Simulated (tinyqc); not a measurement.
Worked calculation: propagation of a band-gap error through k.p and effective-mass formulas. Values are carried at full precision from step to step, so a last printed digit may differ when a step is redone from the rounded ones.

Chain, for a gap E (the reference Eg or another value), with Ep and Dso kept: 1/me = 1 + Ep (E + 2 Dso/3)/(E (E + Dso)); g* = 2 - 2 Ep Dso/(3 E (E + Dso)); g1(E) = g1 + (Ep/3)(1/E - 1/Eg), g2(E) = g2 + (Ep/6)(1/E - 1/Eg), light hole 1/(g1 + 2 g2), heavy hole 1/(g1 - 2 g2) along [100]; optical constant ei(E) = 1 + (ei - 1)(EP/(EP + E - Eg))^2, static e0(E) = ei(E) + e0 - ei.

Constants: Ry = 13.60569312 eV; a0 (Bohr radius) = 0.5291772105 angstrom; kB = 8.617333262e-05 eV/K; hbar^2/2m0 = 3.80998211 eV angstrom^2.

Values chosen for the exercise (reference values near those of ZnSe, gap at low temperature; shifted at random, so the results belong to these values and not to a real crystal): Eg = 2.807 eV (gap at Gamma to the s-like level); Dso = 0.408 eV (spin-orbit splitting); Ep = 24.6 eV (Kane energy); g1 = 3.79 (Luttinger gamma1); g2 = 1.24 (gamma2); e0 = 8.89 (static dielectric constant); ei = 6 (optical dielectric constant); EP = 7.1 eV (mean (Penn) gap); Eg2 = 3.116 eV (a wrong gap, of the size a hybrid functional can give); mh = 0.44 m0 (density-of-states mass of the holes); T = 300 K (temperature); k = 0.035 1/angstrom (wave vector).

## Masses, g factor and screening for both gaps

Evaluate the chain at Eg and at Eg2.

Band values at the two gaps:
```
quantity     at Eg  at Eg2  ratio
me          0.1065  0.1164  1.093
g*           1.259   1.391      -
g1           3.790   3.500  0.924
g2           1.240   1.095  0.883
light hole  0.1595  0.1757  1.102
heavy hole  0.7634  0.7634  1.000
ei           6.000   5.592  0.932
e0           8.890   8.482  0.954
```

The gap is off by a factor of 1.11; the electron mass follows with 1.09 and the light hole with 1.10, while the heavy hole, which does not couple to the conduction level, keeps its value. The optical constant changes less, by -7 %, as it answers to the mean gap, which shifts by the same +0.31 eV on a base of 7.1 eV. g* moves by +0.13; remote bands, left out here, shift it by tenths or, where it is large, by some per cent.

## Binding energies and densities for both gaps

Donor: R = Ry me/e0^2, a_B = a0 e0/me, Mott density (0.26/a_B)^3. Nc, Nv = 2 (m kT/(4 pi c))^(3/2), c = hbar^2/2m0, ni = sqrt(Nc Nv) exp(-E/2kT). Exciton: Ry mu/e0^2 with 1/mu = 1/me + g1(E). 1 angstrom^-3 = 1e24 cm^-3.

Use the values of the table.

Results:
```
quantity                  at Eg     at Eg2    ratio
R (meV)                   18.33      22.02     1.20
a_B (angstrom)            44.19      38.55    0.873
Mott density (cm^-3)  2.037e+17  3.067e+17     1.51
Nc (cm^-3)            8.717e+17  9.967e+17     1.14
ni (cm^-3)            6.680e-06  1.813e-08  0.00271
exciton (meV)             13.06      15.64     1.20
```

Power laws carry the error on: the donor energy (me/e0^2) by a factor of 1.20, the Mott density (cube of me/e0) by 1.51. ni, with its exponential, changes by a factor of 0.00271, that is 2.6 decades.

## A scissor shift and what it does not mend

A rigid shift D = Eg - Eg2 of the conduction band restores the gap but leaves the curvature, so the mass stays me(Eg2); redoing the sum 1/m = 1 + Ep (E + 2 Dso/3)/(E (E + Dso)) with E = Eg and the same Ep gives another mass. For optics, eps2 at the edge goes as |p|^2/E^2: a rigid shift keeps the dipole elements p/E, while shifting the energies under unchanged p scales eps2 by (Eg2/Eg)^2.

shift D = -0.309 eV
mass under a rigid shift = 0.1164 m0
mass from the sum with the corrected gap = 0.1065 m0
factor on eps2 if p is left unscaled = 1.232

The rigid shift leaves the mass off by a factor of 1.09. The mass from the corrected gap is the reference me(Eg) here, because the exercise keeps Ep fixed; a real correction of the gap depends on k and changes Ep as well.

## Far from the edge the relative error shrinks

Two-level dispersion E(k) = sqrt(E^2/4 + Ep c k^2) - E/2 at k/4, k, 4k for both gaps, c = hbar^2/2m0.

Energies above the edge:
```
k (1/angstrom)  at Eg (eV)  at Eg2 (eV)  ratio
0.00875             0.0026       0.0023  0.901
0.03500             0.0403       0.0364  0.903
0.14000             0.5476       0.5070  0.926
```

The ratio tends to Eg/Eg2 = 0.90 at k = 0 and goes from 0.901 to 0.926: at large k both curves approach the same slope sqrt(Ep c), while their distance in eV grows towards |Eg - Eg2|/2.

## Checks

- Chain at E = Eg against the inputs g1, g2, ei, e0: they agree to 1e-10 or better.

Run: tinyqc, `OMP_NUM_THREADS=1 python tinyqc.py 1850251 1850252 out.jsonl`; Intel(R) Xeon(R) Processor @ 2.30GHz, one thread, shared host; about 0.01 s of CPU time with all checks.
